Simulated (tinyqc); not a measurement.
Dielectric confinement in a thin film (image charges): one step. Self-energy across the film. Four cases, with inputs chosen for the exercise.

Task: S at 2z/t = 0, 0.2, 0.4, 0.6, 0.8 and 0.9, summed to n = 399.

A film |z| < t/2 of dielectric constant eps between half-spaces of dielectric constant e2; lam = (eps - e2)/(eps + e2), q = e^2/(4 pi eps0). The self-energy of a band edge is taken with the high-frequency value, e2 = eh, and the field of a fixed ion with the static one, e2 = eo. A charge at z has images lam^|n| at n t + (-1)^n z. Its self-energy is S(z) = (q/2 eps) sum over n >= 1 of lam^n [1/(n t - 2z) + 1/(n t + 2z)] for odd n and 2 lam^n/(n t) for even n; at the centre S(0) = -(q/(eps t)) ln(1 - lam).

Constants: e^2/(4 pi eps0) = 14.39964547 eV angstrom.

Case 1.

Values chosen (out of a larger set: near those of a Si (100) film, two-fold valleys, between layers of a low-k oxide; not measured data):
- t = 54 angstrom (film thickness)
- eps = 11.9 (dielectric constant of the film)
- eh = 2 (high-frequency dielectric constant outside)

Case 2.

Values chosen (out of a larger set: near those of a Si (100) film, two-fold valleys, between layers of HfO2; not measured data):
- t = 32 angstrom (film thickness)
- eps = 11.6 (dielectric constant of the film)
- eh = 4 (high-frequency dielectric constant outside)

Case 3.

Values chosen (out of a larger set: near those of a Ge film between layers of Si3N4; not measured data):
- t = 66 angstrom (film thickness)
- eps = 15.5 (dielectric constant of the film)
- eh = 4 (high-frequency dielectric constant outside)

Case 4.

Values chosen (out of a larger set: near those of a Si (100) film, two-fold valleys, in vacuum; not measured data):
- t = 48 angstrom (film thickness)
- eps = 11.8 (dielectric constant of the film)
- eh = 1 (high-frequency dielectric constant outside)

Give: Self-energy.

Result:

Case 1.

Self-energy:
```
2z/t  z (angstrom)  S (meV)
0.0            0.0    27.91
0.2            5.4    28.59
0.4           10.8    31.01
0.6           16.2    37.02
0.8           21.6    56.52
0.9           24.3    96.25
```

Case 2.

Self-energy:
```
2z/t  z (angstrom)  S (meV)
0.0            0.0    25.91
0.2            3.2    26.70
0.4            6.4    29.53
0.6            9.6    36.60
0.8           12.8    59.62
0.9           14.4   106.63
```

Case 3.

Self-energy:
```
2z/t  z (angstrom)  S (meV)
0.0            0.0    12.54
0.2            6.6    12.89
0.4           13.2    14.14
0.6           19.8    17.25
0.8           26.4    27.38
0.9           29.7    48.03
```

Case 4.

Self-energy:
```
2z/t  z (angstrom)  S (meV)
0.0            0.0    47.19
0.2            4.8    48.11
0.4            9.6    51.39
0.6           14.4    59.52
0.8           19.2    85.80
0.9           21.6   139.25
```

Towards the wall S diverges as (q lam/4 eps)/(distance), an artefact of the abrupt interface that the vanishing envelope makes harmless.

Computed by tinyqc, one run a case: `OMP_NUM_THREADS=1 python tinyqc.py N N+1 out.jsonl` with N = 1250191, 1250283, 1250287, 1250332; one thread of a shared Intel(R) Xeon(R) Processor @ 2.30GHz, about 0.06 s a run at most.
